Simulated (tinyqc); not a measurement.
Carbon nanotube by zone folding: one step. Geometry. Two cases, with inputs chosen for the exercise.

Task: Form d, theta, dR, t1, t2, N and |T|, and (n - m) mod 3.

Circumference C = n a1 + m a2, a = sqrt3 acc; d = a sqrt(n^2 + nm + m^2)/pi; tan(theta) = sqrt3 m/(2n + m); dR = gcd(2n + m, 2m + n); T = t1 a1 + t2 a2 with t1 = (2m + n)/dR, t2 = -(2n + m)/dR, |T| = sqrt3 pi d/dR; N = 2 (n^2 + nm + m^2)/dR hexagons a cell. On cutting line mu = 0 to N - 1 at x = k|T|/(2 pi) the phases are p1 = 2 pi (-t2 mu + m x)/N, p2 = 2 pi (t1 mu - n x)/N, and E = -/+ t |1 + exp(i p1) + exp(i p2)|.

Case 1.

Values chosen (out of a larger set: near those used for carbon; not measured data): n = 18 (chiral index); m = 15 (chiral index); acc = 1.42 angstrom (bond length).

Case 2.

Values chosen (out of a larger set: near those used for carbon; not measured data): n = 6 (chiral index); m = 5 (chiral index); acc = 1.44 angstrom (bond length).

Give: d; theta; dR, t1, t2, N; |T|; (n - m) mod 3.

Result:

Case 1.

d = 22.405 angstrom
theta = 27.00 degrees

dR, t1, t2, N: 3  16  -17  546

|T| = 40.638 angstrom
(n - m) mod 3 = 0

A cutting line passes through K: metallic in zone folding; chiral, 1092 atoms a cell.

Case 2.

d = 7.573 angstrom
theta = 27.00 degrees

dR, t1, t2, N: 1  16  -17  182

|T| = 41.210 angstrom
(n - m) mod 3 = 1

The nearest line misses K by a third of the spacing 2/d: semiconducting in zone folding; chiral, 364 atoms a cell. Below about 8 angstrom curvature mixes sigma and pi states and zone folding fails.

Computed by tinyqc, one run a case: `OMP_NUM_THREADS=1 python tinyqc.py N N+1 out.jsonl` with N = 1482201, 1482354; one thread of a shared Intel(R) Xeon(R) Processor @ 2.30GHz, about 0.03 s a run at most.
